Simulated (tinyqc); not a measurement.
Space-charge-limited current through a thin insulating or semi-insulating film with traps: one step, computed by the program tinyqc. Command: `OMP_NUM_THREADS=1 python tinyqc.py 3024927 3024928 out.jsonl sclc walk`. One thread of a shared host (Intel(R) Xeon(R) Processor @ 2.30GHz), about 0.01 s of CPU time with the checks.

One ohmic injecting contact at x = 0 (field zero), drift only, non-degenerate free carriers.

Problem. One point of the curve. Free density n_0 = N_c exp(-E_0/k_B T) in equilibrium; trapped density n_t(n) = N_t/(1 + n_1/n), n_1 = N_c exp(-E_t/k_B T). J = e mu n F and (eps eps_0/e) dF/dx = n - n_0 + n_t(n) - n_t(n_0) = rho(n). With F = J/(e mu n): d = (eps eps_0 J/(e^2 mu)) I_1 and V = (eps eps_0 J^2/(e^3 mu^2)) I_2, I_k = int_(n_L)^infinity dn/(n^(k+1) rho(n)), n_L the density at the anode; with u = n_L/n, 200 Gauss-Legendre points in t, u = 1 - (1 - t)^2. Anode field J/(e mu n_L); Mott-Gurney current (9/8) eps eps_0 mu V^2/d^3; ohmic current e n_0 mu V/d.

Inputs (values chosen for the exercise, modelled on semi-insulating GaN):
```
quantity                                            value        unit
permittivity eps                                      9.7           -
band mobility mu                                      310  cm^2/(V s)
effective density of states N_c                   2.4e+18      1/cm^3
trap density N_t                                  4.1e+15      1/cm^3
equilibrium Fermi level below the band edge, E_0     0.74          eV
thickness d                                           580          nm
free density at the anode, in units of N_c        7.5e-05           -
temperature T                                         300           K
trap level E_t below the band edge                   0.38          eV
```

Traps: single level.

Constants: k_B = 8.617333262e-05 eV/K; eps_0 = 8.8541878128e-12 F/m; e = 1.602176634e-19 C.

Give: I_1; I_2; current density J; voltage V; anode field over mean field V/d; trap-free Mott-Gurney current; ohmic current.

Solution.

I_1 = 1.170e-30 cm^6

I_2 = 3.492e-45 cm^9

current density J = 459.4 A/cm^2

voltage V = 1.601 V

anode field over mean field V/d = 1.861

trap-free Mott-Gurney current = 3937 A/cm^2

ohmic current = 1.219e-06 A/cm^2
